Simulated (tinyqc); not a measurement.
From results back to parameters: band edges of strained Si(1-x)Ge(x) on relaxed Si(1-y)Ge(y). Three cases, with inputs chosen for the exercise.

Problem. A layer on a (001) buffer has its Delta valleys split into the four in the plane and the two along z: E(Delta4) - E(Delta2) = XuD (e_par - e_perp), e_perp = -2 (C12/C11) e_par, e_par = (a(y) - a(x))/a(x). The splitting is given; find the strain and the Ge fraction y of the buffer.

Values are linear in the Ge fraction but for ED(x) = linear - CD x (1 - x) and a(x) = linear - Ca x (1 - x). Energies are on the common scale of Ev.

Find: e_par; a(y); y.

Method. e_par = splitting/(XuD (1 + 2 C12/C11)) with the values at x; a(y) = a(x)(1 + e_par); a(y) rises steadily with y, so one root lies in the range.

Case 1.

Values chosen (end members near Si and Ge, in this order; shifted at random, so the results belong to these values and not to a real crystal): a = (5.431, 5.663) angstrom (lattice constant); Ca = 0.027 angstrom (bowing of the lattice constant); XuD = (9.33, 9.56) eV (uniaxial potential, Delta); C11 = (164.4, 129.9) GPa; C12 = (64.8, 48.3) GPa; x = 0.15 (Ge fraction of the layer).

E(Delta4) - E(Delta2) = -0.095843 eV

Solution.

e_par = -0.00574
a(y) = 5.4310 angstrom
y = 0

Case 2.

Values chosen (end members near Si and Ge, in this order; shifted at random, so the results belong to these values and not to a real crystal): a = (5.435, 5.663) angstrom (lattice constant); Ca = 0 angstrom (bowing of the lattice constant); XuD = (9.35, 9.2) eV (uniaxial potential, Delta); C11 = (167.3, 127.2) GPa; C12 = (64.8, 48.9) GPa; x = 0.08 (Ge fraction of the layer).

E(Delta4) - E(Delta2) = 0.270163 eV

Solution.

e_par = 0.01631
a(y) = 5.5422 angstrom
y = 0.470

Case 3.

Values chosen (end members near Si and Ge, in this order; shifted at random, so the results belong to these values and not to a real crystal): a = (5.433, 5.663) angstrom (lattice constant); Ca = 0 angstrom (bowing of the lattice constant); XuD = (9.14, 9.19) eV (uniaxial potential, Delta); C11 = (164.2, 129.5) GPa; C12 = (63.1, 49) GPa; x = 1 (Ge fraction of the layer).

E(Delta4) - E(Delta2) = -0.275396 eV

Solution.

e_par = -0.01706
a(y) = 5.5664 angstrom
y = 0.580

Computed by tinyqc, one run a case: `OMP_NUM_THREADS=1 python tinyqc.py N N+1 out.jsonl` with N = 1080825, 1080849, 1080860; one thread of a shared Intel(R) Xeon(R) Processor @ 2.30GHz, about 0.02 s a run at most.
